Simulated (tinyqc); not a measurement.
From zero-point volume change back to Grueneisen parameter gamma_O: quasi-harmonic thermal expansion with mode Grueneisen parameters. Computed by tinyqc, a small Python program. Command: `OMP_NUM_THREADS=1 python tinyqc.py 3024451 3024452 out.jsonl qha inv`. One thread of a shared host (Intel(R) Xeon(R) Processor @ 2.30GHz), about 0.06 s of CPU time with the checks.

A crystal with two atoms a cell; per atom there are 1 transverse acoustic (TA), 1/2 longitudinal acoustic (LA) and 3/2 optical (O) modes. Every frequency of group i scales as nu_i (V/V0)^(-gamma_i). The acoustic groups have Debye spectra, density 3 nu^2/nu_i^3 up to nu_i (40 Gauss-Legendre points); the optical group has one frequency. Static energy: E = (9 V0 B0/16) [y^3 B' + y^2 (2 - 4 y)], y = (V0/V)^(2/3) - 1, with pressure P_s = (3 B0/2) (z^7 - z^5) [1 + (3/4)(B' - 4)(z^2 - 1)], z = (V0/V)^(1/3).

Inputs (values chosen for the exercise, modelled on magnesium oxide):

| quantity | value | unit |
|---|---|---|
| static volume V0 | 9.34 | angstrom^3/atom |
| static bulk modulus B0 | 165 | GPa |
| static B' | 4.04 | - |
| frequency nu_TA | 8.59 | THz |
| frequency nu_LA | 12.8 | THz |
| frequency nu_O | 15.7 | THz |
| Grueneisen parameter gamma_TA | 1.3 | - |
| Grueneisen parameter gamma_LA | 1.5 | - |

Acoustic groups: Debye.

Constants: h x 1 THz = 4.135667696 meV; k_B = 8.617333262e-05 eV/K; 1 eV/angstrom^3 = 160.2176634 GPa.

Method. Phonon pressure P_ph = sum_i gamma_i U_i/V. At T = 0, U_i is the zero-point energy (h nu/2 a mode); solve P_s + P_ph = 0.

Problem. A run gave the result below. Find the Grueneisen parameter gamma_O, known to lie between 1.7 and 3.6.

zero-point volume change = 1.290666 %

Solution.

Each step takes the trial c = (a f_b - b f_a)/(f_b - f_a), f being the result less the target and a, b, c the logarithms of the listed values; c replaces end b, the old b replaces a if the sign of f changed, and otherwise f_a is halved.

Scan of the range:

| Grueneisen parameter gamma_O | zero-point volume change (%) |
|---|---|
| 1.70 | 1.19417 |
| 1.93 | 1.30731 |
| 2.18 | 1.42884 |
| 2.47 | 1.56766 |
| 2.80 | 1.72249 |
| 3.18 | 1.89618 |
| 3.60 | 2.08186 |

False position (Illinois rule, in the logarithm of the input) inside the bracket:

| step | end a | end b | trial | zero-point volume change (%) |
|---|---|---|---|---|
| 1 | 1.70000 | 1.93000 | 1.89430 | 1.28983 |
| 2 | 1.93000 | 1.89430 | 1.89599 | 1.29066 |
| 3 | 1.93000 | 1.89599 | 1.89601 | 1.29067 |
| 4 | 1.89599 | 1.89601 | 1.89600 | 1.29067 |

Zero-point volume change rises at every point of a 13-point scan of the range (every second point is shown), so one value fits; it is bracketed by 1.70 and 1.93. Answer: Grueneisen parameter gamma_O = 1.896.
